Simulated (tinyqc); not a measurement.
The fan of levels: Landau levels of a parabolic two-dimensional band.

E(N, s) = (N + 1/2) hbar wc + s gs muB B with s = +/-1/2.

In a field B along z: l = 1/sqrt((e/hbar) B) is the magnetic length, n_B = B/(h/e) the number of states per area in one level, hbar wc = 2 muB B/m for mass m in m0; 1/angstrom^2 = 1e16/cm^2.

Constants: hbar^2/2m0 = 3.80998211 eV angstrom^2; e/hbar = 1.519267448e-05 1/(T angstrom^2); h/e = 413566.7697 T angstrom^2; muB = 5.788381798e-05 eV/T.

Inputs chosen for the exercise (near those of a two-dimensional electron gas in GaAs; not measured data): m = 0.0653 m0 (mass); gs = -0.47 (g factor); gv = 1 (valleys); Bs = (2, 4, 6, 8, 10, 12, 15) T (fields).

The four lowest levels against B, with their labels in order.

Levels (meV):
```
B (T)  first  second  third  fourth        order
2.00    1.75    1.80   5.29    5.35  0+ 0- 1+ 1-
4.00    3.49    3.60  10.58   10.69  0+ 0- 1+ 1-
6.00    5.24    5.40  15.87   16.04  0+ 0- 1+ 1-
8.00    6.98    7.20  21.17   21.38  0+ 0- 1+ 1-
10.0    8.73    9.00  26.46   26.73  0+ 0- 1+ 1-
12.0   10.47   10.80  31.75   32.07  0+ 0- 1+ 1-
15.0   13.09   13.50  39.69   40.09  0+ 0- 1+ 1-
```

The fourth level grows as B^1.00 over the first two rows and B^1.00 over the last two (1 for a parabolic band without a fixed offset such as a valley splitting, 1/2 for massless Dirac electrons). The order of the levels does not change. The Zeeman gap is |gs| m/2 = 0.015 of hbar wc at every field.

(tinyqc, `OMP_NUM_THREADS=1 python tinyqc.py 1250328 1250329 out.jsonl`, Intel(R) Xeon(R) Processor @ 2.30GHz, 1 thread, shared host, about 0.01 s.)
